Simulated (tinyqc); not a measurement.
Worked calculation: coupled-perturbed Hartree-Fock on RHF in the sto-3g basis, for H3-, spin multiplicity 1. The basis has no diffuse functions, so it cannot describe the extra electron: this is an exercise in the method, not the real anion. One step of it, computed by the program tinyqc.

Question. Integrals over molecular orbitals. (pq|rs) = sum C_ip C_jq C_kr C_ls (ij|kl), one index at a time.

coefficients C:
```
,MO1,MO2,MO3
1H 1s,0.499125,0.001397,1.335884
2H 1s,0.384635,-0.767200,-0.859771
3H 1s,0.379574,0.771777,-0.853636
```

core Hamiltonian H = T + V (hartree), lower triangle:
```
,1H 1s,2H 1s,3H 1s
1H 1s,-1.563918
2H 1s,-0.970319,-1.304837
3H 1s,-0.964146,-0.301862,-1.302197
```

Two-electron integrals (ij|kl) in chemists' order, unique and non-zero (hartree):
```
i,j,k,l,(ij|kl)
1,1,1,1,0.774606
2,1,1,1,0.346820
2,1,2,1,0.192972
2,2,1,1,0.504171
2,2,2,1,0.346820
2,2,2,2,0.774606
3,1,1,1,0.344194
3,1,2,1,0.144164
3,1,2,2,0.203010
3,1,3,1,0.190420
3,2,1,1,0.093811
3,2,2,1,0.046363
3,2,2,2,0.076124
3,2,3,1,0.046094
3,2,3,2,0.012841
3,3,1,1,0.502361
3,3,2,1,0.203881
3,3,2,2,0.286731
3,3,3,1,0.344194
3,3,3,2,0.076124
3,3,3,3,0.774606
```

Give: one-electron integrals over orbitals h = C^T H C; Two-electron integrals over orbitals.

Answer.

one-electron integrals over orbitals h = C^T H C (hartree), lower triangle:
```
,1,2,3
1,-1.596
2,0.000,-1.186
3,-0.152,0.000,-0.720
```

Two-electron integrals over orbitals (pq|rs), unique and non-zero (hartree):
```
p,q,r,s,(pq|rs)
1,1,1,1,0.566
2,1,1,1,-1.40e-03
2,1,2,1,0.163
2,2,1,1,0.506
2,2,2,1,1.49e-03
2,2,2,2,0.549
3,1,1,1,0.081
3,1,2,1,8.48e-04
3,1,2,2,-0.033
3,1,3,1,0.133
3,2,1,1,1.37e-03
3,2,2,1,-0.138
3,2,2,2,-1.54e-03
3,2,3,1,-3.70e-04
3,2,3,2,0.139
3,3,1,1,0.592
3,3,2,1,-6.75e-04
3,3,2,2,0.528
3,3,3,1,0.099
3,3,3,2,8.64e-04
3,3,3,3,0.658
```
